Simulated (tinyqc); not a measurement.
On-chip interconnect, size-dependent resistivity and RC delay: one step of the calculation.

A rectangular line between two neighbours and two ground planes. Surface and grain-boundary scattering are added to the bulk resistivity as corrections; capacitances are parallel-plate values without fringing; inductance is ignored.

Question. Ladder and Elmore delays. 5 equal pi sections: series Rs = r Lw/5; node capacitances c Lw/5, halved at nodes 0 and 5, with Cl added to node 5; Rd feeds node 0. Elmore delay of node k: the sum, over the resistors on the path to k, of resistance times all capacitance downstream of it.

Inputs (values chosen for the exercise); metal values close to those of copper:
```
symbol,value,unit,meaning
Lw,17,um,line length
Rd,440,ohm,driver resistance
Cl,0.3,fF,load capacitance
```

r = 5.2861752 ohm/um
c = 0.26807756 fF/um

Find: Rs; C; Elmore delay.

Answer.

Rs = 17.973 ohm

| node | C (fF) | Elmore delay (ps) |
|---|---|---|
| 0 | 0.45573 | 2.1372 |
| 1 | 0.91146 | 2.2163 |
| 2 | 0.91146 | 2.2791 |
| 3 | 0.91146 | 2.3254 |
| 4 | 0.91146 | 2.3554 |
| 5 | 0.75573 | 2.3690 |

The far-end value equals Rd (c Lw + Cl) + r Lw (c Lw/2 + Cl) for any number of pi sections; the line resistance contributes 9.78 % of it.

Program tinyqc, `OMP_NUM_THREADS=1 python tinyqc.py 2100162 2100163 out.jsonl`; Intel Xeon 2.30GHz, shared host, one thread, about 0.01 s.
